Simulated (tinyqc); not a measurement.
Worked calculation: Luttinger-Kohn k.p, four valence bands. Computed by tinyqc, a small Python program that keeps every step. Settings: g1 = 6.57, g2 = 1.93, g3 = 3.09. Command: `OMP_NUM_THREADS=1 python tinyqc.py 30972 30973 out.jsonl` (the two numbers bound the seeds that draw the settings). One thread of a shared host (Intel(R) Xeon(R) Processor @ 2.60GHz), about 0.01 s of CPU time with the checks.

## Bloch Hamiltonian at k

Luttinger parameters chosen for this model; energies are counted downward from the top of the valence band:
```
parameter,value,unit
g1,6.570000,
g2,1.930000,
g3,3.090000,
```

k point k (1/angstrom): -0.00100  0.02100  -0.01400

P = c g1 k^2, Q = c g2 (kx^2 + ky^2 - 2 kz^2), R = c sqrt3 [-g2 (kx^2 - ky^2) + 2i g3 kx ky], S = 2 c sqrt3 g3 (kx - i ky) kz, c = hbar^2/2m = 3.809982 eV angstrom^2; rows [P+Q, -S, R, 0], [-S*, P-Q, 0, R], [R*, 0, P-Q, S], [0, R*, S*, P+Q]. The path ends lie at |k| = 0.05 1/angstrom.

H(k) at k (eV), lower triangle (Hermitian):
```
,3/2,1/2,-1/2,-3/2
3/2,0.01634
1/2,-0.00057+0.01199i,0.01560
-1/2,0.00560+0.00086i,0.00000,0.01560
-3/2,0.00000,0.00560+0.00086i,0.00057-0.01199i,0.01634
```

## Levels at k

Diagonalise the Hermitian matrix.

eigenvalues (eV): 0.00269  0.00269  0.02925  0.02925

## Bands along a path

The same steps at evenly spaced points between the labelled ones.

Bands along the path (eV):
```
k,band 1,band 2,band 3,band 4
[111],0.00371,0.00371,0.12144,0.12144
[111]-G 0.20,0.00238,0.00238,0.07772,0.07772
[111]-G 0.40,0.00134,0.00134,0.04372,0.04372
[111]-G 0.60,0.00059,0.00059,0.01943,0.01943
[111]-G 0.80,0.00015,0.00015,0.00486,0.00486
G,0.00000,0.00000,0.00000,0.00000
G-[100] 0.20,0.00103,0.00103,0.00397,0.00397
G-[100] 0.40,0.00413,0.00413,0.01590,0.01590
G-[100] 0.60,0.00929,0.00929,0.03576,0.03576
G-[100] 0.80,0.01652,0.01652,0.06358,0.06358
[100],0.02581,0.02581,0.09935,0.09935
```

## Hole masses

E = c [g1 k^2 -/+ 2 sqrt(g2^2 k^4 + 3 (g3^2 - g2^2)(kx^2 ky^2 + ky^2 kz^2 + kz^2 kx^2))] with c = hbar^2/2m, and m* = hbar^2 k^2 / (2 E).

Masses (electron masses):
```
direction,heavy,light
[100],0.36900,0.09588
[110],1.13558,0.08157
[111],2.56410,0.07843
```
